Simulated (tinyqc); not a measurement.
Semiconducting tubes compared: carbon nanotube by zone folding.

Circumference C = n a1 + m a2, a = sqrt3 acc; d = a sqrt(n^2 + nm + m^2)/pi; tan(theta) = sqrt3 m/(2n + m); dR = gcd(2n + m, 2m + n); T = t1 a1 + t2 a2 with t1 = (2m + n)/dR, t2 = -(2n + m)/dR, |T| = sqrt3 pi d/dR; N = 2 (n^2 + nm + m^2)/dR hexagons a cell. On cutting line mu = 0 to N - 1 at x = k|T|/(2 pi) the phases are p1 = 2 pi (-t2 mu + m x)/N, p2 = 2 pi (t1 mu - n x)/N, and E = -/+ t |1 + exp(i p1) + exp(i p2)|.

Values chosen for the exercise (out of a larger set: near those used for carbon; not measured data):

| symbol | value | unit | meaning |
|---|---|---|---|
| t | 2.62 | eV | hopping |
| acc | 1.42 | angstrom | bond length |
| tubes | ((8, 4), (14, 7), (13, 3), (12, 2), (15, 4), (8, 7), (9, 7)) |  | pairs (n, m) |

E11 and E22 are twice the two lowest band edges; the cone gives E11 d = 2 t acc and E22/E11 = 2.

Cases:

| (n,m) |
|---|
| (8,4) |
| (14,7) |
| (13,3) |
| (12,2) |
| (15,4) |
| (8,7) |
| (9,7) |

Rank the cases by E11 (eV), lowest first.

Answer: (14,7), (15,4), (13,3), (9,7), (12,2), (8,7), (8,4).

Tubes:

| (n,m) | d (angstrom) | theta (deg) | (n - m) mod 3 | E11 (eV) | E22 (eV) | E11 d/(2 t acc) | E22/E11 |
|---|---|---|---|---|---|---|---|
| (8,4) | 8.29 | 19.1 | 1 | 0.8809 | 1.8196 | 0.981 | 2.066 |
| (14,7) | 14.50 | 19.1 | 1 | 0.5080 | 1.0388 | 0.990 | 2.045 |
| (13,3) | 11.53 | 10.2 | 1 | 0.6330 | 1.3288 | 0.981 | 2.099 |
| (12,2) | 10.27 | 7.6 | 1 | 0.7083 | 1.5023 | 0.977 | 2.121 |
| (15,4) | 13.58 | 11.5 | 2 | 0.5551 | 1.0601 | 1.013 | 1.910 |
| (8,7) | 10.18 | 27.8 | 1 | 0.7268 | 1.4509 | 0.994 | 1.996 |
| (9,7) | 10.88 | 25.9 | 2 | 0.6854 | 1.3410 | 1.002 | 1.956 |

E11 follows 1/d first. For mod 1 the scaled E11 lies below one (0.977 to 0.994) and E22/E11 on both sides of two (1.996 to 2.121). For mod 2 the scaled E11 lies above one (1.002 to 1.013) and E22/E11 below two (1.910 to 1.956). The largest departure of the scaled E11 is that of (12,2); warping acts as cos(3 theta)/d, most for thin tubes near zigzag. Below about 8 angstrom curvature, left out of zone folding, changes the gaps further.

Run: tinyqc, `OMP_NUM_THREADS=1 python tinyqc.py 1451378 1451379 out.jsonl`; Intel(R) Xeon(R) Processor @ 2.30GHz, one thread, shared host; about 0.01 s of CPU time with all checks.
